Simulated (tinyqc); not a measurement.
# p-n diode with diffusion and depletion-layer recombination: two studies

Abrupt junction in the depletion approximation, low injection, full ionisation, neutral widths fixed, ohmic contact on the p side. Vj is the junction voltage; where a series resistance Rs is given, V = Vj + J Rs is the terminal voltage.

Parameters, values chosen for the exercise; band and dielectric values close to those of silicon: temperature T = 293 K; band gap Eg = 1.14 eV; relative permittivity eps_r = 11.7; conduction-band density of states at T Nc = 2.7e19 cm^-3; valence-band density of states at T Nv = 2.56e19 cm^-3; acceptor density Na = 2.8e16 cm^-3; donor density Nd = 6.7e16 cm^-3; electron mobility in the p side mun = 850 cm^2/(V s); hole mobility in the n side mup = 280 cm^2/(V s); electron lifetime tn = 5e-9 s; hole lifetime tp = 1e-6 s; neutral width of the p side wp = 5.3 um; neutral width of the n side wn = 130 um; recombination velocity at the n contact Sp = 800 cm/s; series resistance Rs = 0.002 ohm cm^2; trap level above the intrinsic level Et = 0.01 eV; junction voltage at which recombination is evaluated Vj = 0.43 V.

Constants: q = 1.602176634e-19 C, kB = 1.380649e-23 J/K, Vt = kB T/q, eps0 = 8.8541878128e-14 F/cm where lengths are in cm. Results are converted to the units shown.

Each table varies one quantity; the others keep the values above.

## Currents and ideality against junction voltage

ni = sqrt(Nc Nv) exp(-Eg/(2 Vt)), Eg in volts; D = mu Vt; Ln = sqrt(Dn tn), Lp = sqrt(Dp tp); J0n = q ni^2 Dn coth(wp/Ln)/(Ln Na); J0p = (q ni^2 Dp/(Lp Nd)) (s + tanh(wn/Lp))/(1 + s tanh(wn/Lp)), s = Sp Lp/Dp. J_diff = (J0n + J0p)(exp(Vj/Vt) - 1). Vbi = Vt ln(Na Nd/ni^2), W = sqrt(2 eps0 eps_r (Vbi - Vj)(1/Na + 1/Nd)/q), xp = W Nd/(Na + Nd), xn = W Na/(Na + Nd); u(x) = q Na (x + xp)^2/(2 eps0 eps_r) for x < 0 and Vbi - Vj - q Nd (xn - x)^2/(2 eps0 eps_r) for x > 0; p = Na exp(-u/Vt), n = Nd exp((u - Vbi + Vj)/Vt); U = ni^2 (exp(Vj/Vt) - 1)/(tp (n + ni exp(Et/Vt)) + tn (p + ni exp(-Et/Vt))); J_scr = q times the integral of U from -xp to xn. J = J_diff + J_scr. Ideality = (1/Vt) dVj/d ln J or (1/Vt) dV/d ln J; last column ni^2 exp(Vj/Vt)/N^2.

Currents and ideality against junction voltage:

| Vj (V) | J_diff (A/cm^2) | J_scr (A/cm^2) | J (A/cm^2) | V (V) | ideality against Vj | ideality against V | minority/doping, lighter side |
|---|---|---|---|---|---|---|---|
| 0.2 | 1.931e-8 | 3.928e-7 | 4.121e-7 | 0.2000 | 1.660 | 1.660 | 5.980e-11 |
| 0.26 | 2.079e-7 | 1.503e-6 | 1.711e-6 | 0.2600 | 1.648 | 1.648 | 6.438e-10 |
| 0.32 | 2.238e-6 | 5.532e-6 | 7.771e-6 | 0.3200 | 1.476 | 1.476 | 6.931e-9 |
| 0.38 | 2.410e-5 | 2.043e-5 | 4.452e-5 | 0.3800 | 1.257 | 1.257 | 7.461e-8 |
| 0.43 | 1.746e-4 | 6.178e-5 | 2.364e-4 | 0.4300 | 1.128 | 1.128 | 5.406e-7 |
| 0.49 | 0.001879 | 2.415e-4 | 0.002121 | 0.4900 | 1.050 | 1.050 | 5.820e-6 |
| 0.55 | 0.02023 | 9.824e-4 | 0.02122 | 0.5500 | 1.019 | 1.021 | 6.265e-5 |
| 0.61 | 0.2178 | 0.003853 | 0.2217 | 0.6104 | 1.008 | 1.026 | 6.745e-4 |
| 0.66 | 1.578 | 0.009020 | 1.587 | 0.6632 | 1.004 | 1.130 | 0.004886 |

What does the table show?

The ideality against Vj falls from 1.66 to 1.00. Diffusion overtakes recombination in the layer between Vj = 0.32 and 0.38 V. J_scr alone has an ideality of 1.77 between the first two rows and 2.33 between the last two. From Vj = 0.66 V the series resistance raises the terminal ideality by over a tenth; there J Rs = 0.13 Vt.

## Effect of the donor density

Same model as above.

J = J_diff + J_scr.

The same in every row: J0n (A/cm^2) = 6.902e-12; wn/Lp = 4.889.

Effect of the donor density:

| Nd (cm^-3) | J0p (A/cm^2) | J_diff (A/cm^2) | J_scr (A/cm^2) | J_scr/J (%) |
|---|---|---|---|---|
| 1e15 | 7.249e-12 | 3.524e-4 | 2.652e-4 | 42.94 |
| 4.2e15 | 1.726e-12 | 2.149e-4 | 1.173e-4 | 35.31 |
| 1.8e16 | 4.027e-13 | 1.819e-4 | 6.378e-5 | 25.96 |
| 7.3e16 | 9.930e-14 | 1.744e-4 | 6.178e-5 | 26.16 |
| 3.1e17 | 2.338e-14 | 1.725e-4 | 6.177e-5 | 26.37 |
| 1.3e18 | 5.576e-15 | 1.720e-4 | 6.177e-5 | 26.42 |
| 5.4e18 | 1.342e-15 | 1.719e-4 | 6.177e-5 | 26.43 |

What does the comparison show?

As Nd goes from 1e15 to 5.4e18, J0p falls from 7.25e-12 to 1.34e-15 A/cm^2, J_scr falls from 2.65e-4 to 6.18e-5 A/cm^2 and its share goes from 42.9 through a minimum of 26.0 (at Nd = 1.8e16 among the rows listed) to 26.4 %. J0p goes as Nd^(-1.00) at the start and Nd^(-1.00) at the end.

Program tinyqc, `OMP_NUM_THREADS=1 python tinyqc.py 2260007 2260008 out.jsonl`; Intel Xeon 2.30GHz, shared host, one thread, about 0.01 s.
